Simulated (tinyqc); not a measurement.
Worked calculation: gas flow in a process chamber: flow regimes, conductance, effective pumping speed, pump-down, outgassing and purge. Computed by tinyqc, a small Python program that keeps every step. Command: `OMP_NUM_THREADS=1 python tinyqc.py 3120797 3120798 out.jsonl pump walk`. One thread of a shared host (Intel(R) Xeon(R) Processor @ 2.30GHz), about 0.07 s of CPU time with the checks. Intermediate numbers are printed to about 5 digits and carried at full precision; extremes and crossings named in words are read from the listed rows.

Ideal gas, isothermal flow, a pump of constant speed at the end of a round pipe; process gas, volume gas and outgassing are given the same properties. 1 sccm = 101325 Pa x 1e-6 m^3/60 s x T/273.15 K.

Inputs (values chosen for the exercise, modelled on nitrogen near room temperature):
```
quantity                     value            unit
molar mass M                 28.01           g/mol
molecular diameter            0.37              nm
viscosity eta                 17.8   micropascal s
temperature T                  350               K
chamber volume V                26               L
wall area                     0.88             m^2
pipe diameter d                  4              cm
pipe length l                   17              cm
pump speed S                    21             L/s
process gas flow                46            sccm
outgassing rate after 1 h  7.8e-07  Pa m^3/(s m^2)
outgassing exponent n          1.1               -
starting pressure p0          1600              Pa
target base pressure        0.0002              Pa
```

Constants: k_B = 1.380649e-23 J/K; u = 1.6605390666e-27 kg.

## Molecular flow

Mean speed c = sqrt(8 k_B T/(pi m)); aperture conductance C_a = c pi d^2/16; molecular pipe C_m = C_a/(1 + 3 l/(4 d)) (Dushman form); viscous pipe C_v = pi d^4 p_mean/(128 eta l); Knudsen interpolation C = C_v + C_m (1 + x)/(1 + 1.24 x), x = d p_mean sqrt(m/(k_B T))/eta. Effective speed 1/S_eff = 1/S + 1/C_m; time constant V/S_eff; pressure at which the free path k_B T/(sqrt2 pi d_m^2 p) equals d.

mean speed c = 514.36 m/s

C_a = 161.59 L/s

C_m = 38.589 L/s

S_eff in molecular flow = 13.599 L/s

time constant = 1.9119 s

pressure where the free path equals d = 0.19862 Pa

The pipe passes on 65 % of the pump speed.

## Process pressure

Steady flow: the pump inlet is at p_2 = Q/S, and the chamber pressure p_1 solves Q = C((p_1 + p_2)/2) (p_1 - p_2). Residence time = p_1 V/Q. Knudsen number = free path at the mean pressure over d.

throughput Q = 99.538 Pa L/s

p_2 = 4.7399 Pa

chamber pressure p_1 = 5.4652 Pa

conductance C = 137.24 L/s

residence time = 1.4276 s

Knudsen number = 0.038925

The flow in the pipe is transitional.

## Purging a well-mixed chamber

With steady flow a contaminant decays as exp(-t/residence time); gas used = flow x time.

time to dilute 1e3 times = 9.8612 s

time to dilute 1e6 times = 19.722 s

gas used for 1e6 = 15.120 standard cm^3

## Pump-down curve

Pump-down: V dp/dt = -S_eff(p) p + q(t) A, with S_eff = S p_2/p, where p_2 solves C((p + p_2)/2) (p - p_2) = S p_2 at each moment, and q(t) = q_1 (1 h/(t + 10 s))^n; integrated adaptively. At long times p = q(t) A/S_eff. S_eff(p) is tabulated at 260 pressures and interpolated in ln p. Comparison columns: p0 exp(-t/time constant) with the molecular S_eff (0 below 1e-26 p0), and the outgassing limit.

Pressure against time:
```
t (s)       p (Pa)  S_eff (L/s)  volume gas only (Pa)  outgassing limit (Pa)
0.3     1.2559e+03       20.983            1.3676e+03             3.1686e-02
1       7.1399e+02       20.970            9.4834e+02             2.9476e-02
3       1.4277e+02       20.853            3.3316e+02             2.4528e-02
10      9.7822e-01       14.729            8.5615e+00             1.5271e-02
30      7.5914e-03       13.568            2.4514e-04             7.1241e-03
100     2.3897e-03       13.589            3.0790e-20             2.3413e-03
300     7.5436e-04       13.596                     0             7.4903e-04
1000    2.0473e-04       13.598                     0             2.0429e-04
3600    5.0350e-05       13.599                     0             5.0320e-05
20000   7.6501e-06       13.599                     0             7.6493e-06
100000  1.3030e-06       13.599                     0             1.3030e-06
```

From t = 30 s on the pressure is within 20 % of the outgassing limit, which falls only as (t + 10 s)^-1.1: walls, not volume, set the time to base pressure. Early on viscous flow raises S_eff to 21.0 L/s, 1.5 times its molecular value.

## Time to base pressure

From the outgassing limit: t = 1 h x (q_1 A/(S_eff p_target))^(1/n) - 10 s; monolayer time at the target = 1e19 m^-2 x 4 k_B T/(p c) for unit sticking.

time to the target = 0.28324 h

monolayer time = 1.8790 s

Checks made by the program: throughput from C and the pressure drop (relative difference below 1e-10).
